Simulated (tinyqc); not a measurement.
Sneak resistance and off state from two reads.

Question. A cell Rc in parallel with a sneak path Rsn = K Ron [2/(N - 1) + 1/(N - 1)^2], N = 4, is read through a sense resistor Ron: Vout = Vr Ron/(Ron + Rc Rsn/(Rc + Rsn)). In the low state Rc = Ron. Find Rsn, K and Roff.

Values chosen for this exercise: resistance of the low state Ron = 100 kohm; read voltage Vr = 0.3 V.

Vout with the selected cell low and high (mV): 208.695652  174.251497

Answer. Each read gives the parallel resistance; the first yields Rsn, the second then Roff.

Rsn = 77.78 kohm
K = 1.000
Roff = 1000 kohm

Program tinyqc, `OMP_NUM_THREADS=1 python tinyqc.py 2880103 2880104 out.jsonl`; Intel Xeon 2.30GHz, shared host, one thread, about 0.04 s.
